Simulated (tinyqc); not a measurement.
As the film thickens, and with more bath resistance: electroplating on a thin resistive seed layer: kinetics, Wagner number and the terminal effect across a wafer. Computed by tinyqc, a small Python program. Command: `OMP_NUM_THREADS=1 python tinyqc.py 3120386 3120387 out.jsonl terminal walk`. One thread of a shared host (Intel(R) Xeon(R) Processor @ 2.30GHz), about 0.02 s of CPU time with the checks.

Current enters the seed at the rim. The bath is treated as a local resistance per area (no lateral flow in the liquid), two electrons per ion, molar volume 7.11 cm^3/mol, Faraday constant F = e N_A, kinematic viscosity 0.01 cm^2/s, omega = 2 pi x rpm/60; k_B T/e is in volts.

Inputs (values chosen for the exercise, of the order of those for copper plating from an acid sulfate bath): wafer radius R = 15 cm; seed thickness t = 47 nm; seed resistivity = 13 microohm cm; bath conductivity kappa = 0.39 S/cm; gap to the anode h = 3.6 cm; extra resistance of a porous plate = 67 ohm cm^2; exchange current density i_0 = 0.11 mA/cm^2; cathodic transfer coefficient alpha = 0.6; mean current density = 4.8 mA/cm^2; diffusivity of the metal ion = 6.6e-06 cm^2/s; metal ion concentration = 0.47 mol/L; rotation rate = 60 rpm; temperature T = 298 K.

Constants: e = 1.602176634e-19 C; N_A = 6.02214076e+23 1/mol; k_B = 8.617333262e-05 eV/K.

Method:
- Growth rate = i V_m/(2 F). Levich limit i_L = 0.62 x 2 F D^(2/3) omega^(1/2) nu^(-1/6) c. Tafel overpotential eta = (k_B T/(alpha e)) ln(i/i_0); kinetic resistance k_B T/(alpha e i); bath resistance h/kappa + plate; R_s = resistivity/t; Wagner number = kinetic resistance x kappa/R.
- Full model: seed potential phi(r) with (1/r)(r phi')' = R_s i, where i solves phi = R_b i + (k_B T/(alpha e)) ln(i/i_0) (phi being the driving voltage left at r); phi'(0) = 0 and phi'(R) = R_s i_mean R/2. Solved by collocation to a tolerance of 1e-7.
- The film is taken as uniform, with the seed resistivity; the last column adds 100 ohm cm^2 to R_b. Extra power of that plate = i^2 x 100 ohm cm^2 x area.

sheet resistance R_s = 2.76596 ohm/square

bath resistance R_b = 76.2308 ohm cm^2

Edge over centre:
```
thickness (nm)  R_s (ohm/square)  as given  with 100 ohm cm^2 more
47.0                      2.7660    3.7702                  2.0309
70.5                      1.8440    2.6212                  1.6428
94.0                      1.3830    2.1358                  1.4660
141.0                     0.9220    1.7058                  1.3002
235.0                     0.5532    1.3997                  1.1752
470.0                     0.2766    1.1912                  1.0858
940.0                     0.1383    1.0935                  1.0425
```

extra power = 1.6286 W

What follows from these numbers?

The ratio falls below 1.1 from 940 nm on as given, and from 470 nm on with the added resistance: what counts is R_s R^2 against the sum of kinetic and bath resistance.
